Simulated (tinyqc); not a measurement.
# Absorption edge of a degenerate semiconductor, band filling against gap narrowing: what changes with what

n-type, parabolic bands, full ionisation. eta = (EF - Ec)/kB T solves N = Nc F12(eta), F12(x) = (2/sqrt(pi)) int_0^infinity sqrt(u)/(1 + exp(u - x)) du. The gap shrinks rigidly by dEg = a3 y^(1/3) + a4 y^(1/4) + a2 y^(1/2), y = N/1e18 cm^-3, an empirical law that is here taken as the true narrowing.

Parameters, values chosen for the exercise; band and dielectric values close to those of indium phosphide: temperature T = 400 K; band gap Eg = 1.34 eV; conduction-band density of states at 400 K, from me Nc = 8.55e17 cm^-3; electron mass me = 0.0788 m0; hole mass mh = 0.601 m0; coefficient of (N/1e18)^(1/3) a3 = 11 meV; coefficient of (N/1e18)^(1/4) a4 = 4.9 meV; coefficient of (N/1e18)^(1/2) a2 = 1.4 meV.

Constants: q = 1.602176634e-19 C, kB = 1.380649e-23 J/K, Vt = kB T/q. Results are converted to the units shown.

Each table varies one quantity; the others keep the values above.

## The optical edge against doping

Vertical transitions need an empty final state: the edge is taken where the state lies 4 kB T below EF, E_opt = Eg - dEg + (1 + me/mh) max(eta - 4, 0) kB T; wavelength h c/(q E_opt).

The optical edge against doping:

| N (cm^-3) | eta | dEg (meV) | filling shift (meV) | E_opt (eV) |
|---|---|---|---|---|
| 2.1e17 | -1.317 | 10.50 | 0 | 1.330 |
| 4.6e17 | -0.4311 | 13.48 | 0 | 1.327 |
| 9.8e17 | 0.5354 | 17.19 | 0 | 1.323 |
| 2.1e18 | 1.739 | 22.01 | 0 | 1.318 |
| 4.6e18 | 3.461 | 28.47 | 0 | 1.312 |
| 9.9e18 | 6.048 | 36.72 | 79.87 | 1.383 |
| 2.1e19 | 10.13 | 47.25 | 239.1 | 1.532 |
| 4.6e19 | 17.18 | 61.67 | 514.0 | 1.792 |
| 9.9e19 | 28.69 | 80.27 | 962.7 | 2.222 |

E_opt goes from 1.33 through a minimum of 1.31 (at N = 4.6e18 cm^-3 among the rows listed) to 2.22 eV, against Eg = 1.34 eV; the filling shift is 0 while eta is below 4. At the end narrowing grows as N^(0.34) and EF - Ec as N^(0.67). Filling therefore wins at high density. For N = 9.9e18, 2.1e19, 4.6e19, 9.9e19 EF lies more than 0.2 eV in the band, where non-parabolicity lowers it markedly.

## Approximations to the Fermi level

With u = N/Nc: Boltzmann ln u; Joyce-Dixon ln u + 0.353553 u - 4.95009e-3 u^2 + 1.48386e-4 u^3 - 4.42563e-6 u^4; degenerate limit (3 sqrt(pi) u/4)^(2/3). The Einstein ratio is D/(mu Vt) = F12/Fm, Fm(x) = dF12/dx = (1/sqrt(pi)) int_0^infinity u^(-1/2)/(1 + exp(u - x)) du.

Approximations to the Fermi level:

| N (cm^-3) | N/Nc | eta | Boltzmann | Joyce-Dixon | degenerate | D/(mu Vt) |
|---|---|---|---|---|---|---|
| 5.4e16 | 0.063158 | -2.7398 | -2.7621 | -2.7398 | 0.19174 | 1.0223 |
| 1.1e17 | 0.12865 | -2.0052 | -2.0506 | -2.0052 | 0.30811 | 1.0453 |
| 2.2e17 | 0.25731 | -1.2668 | -1.3575 | -1.2668 | 0.48910 | 1.0903 |
| 4.5e17 | 0.52632 | -0.45712 | -0.64185 | -0.45712 | 0.78811 | 1.1834 |
| 9.2e17 | 1.0760 | 0.44815 | 0.073272 | 0.44815 | 1.2695 | 1.3695 |
| 1.9e18 | 2.2222 | 1.5613 | 0.79851 | 1.5613 | 2.0588 | 1.7413 |
| 3.8e18 | 4.4444 | 2.9767 | 1.4917 | 2.9765 | 3.2682 | 2.4088 |
| 7.7e18 | 9.0058 | 5.0651 | 2.1979 | 5.0597 | 5.2333 | 3.6162 |
| 1.6e19 | 18.713 | 8.4229 | 2.9292 | 8.2416 | 8.5217 | 5.7504 |
| 3.2e19 | 37.427 | 13.466 | 3.6224 | 9.0164 | 13.527 | 9.0598 |

What does the table show?

Boltzmann is within 0.1 of eta up to N/Nc = 0.26, Joyce-Dixon within 0.01 up to 9.0, and the degenerate limit is off by 0.061 in the last row. The Einstein ratio rises from 1.02 to 9.06: degenerate carriers diffuse faster for the same mobility.

Range of the model: Band tails, non-parabolic bands and incomplete ionisation are left out.

Computed by the program tinyqc: `OMP_NUM_THREADS=1 python tinyqc.py 2330064 2330065 out.jsonl`, one thread of a shared Intel Xeon 2.30GHz, about 0.01 s for the whole run.
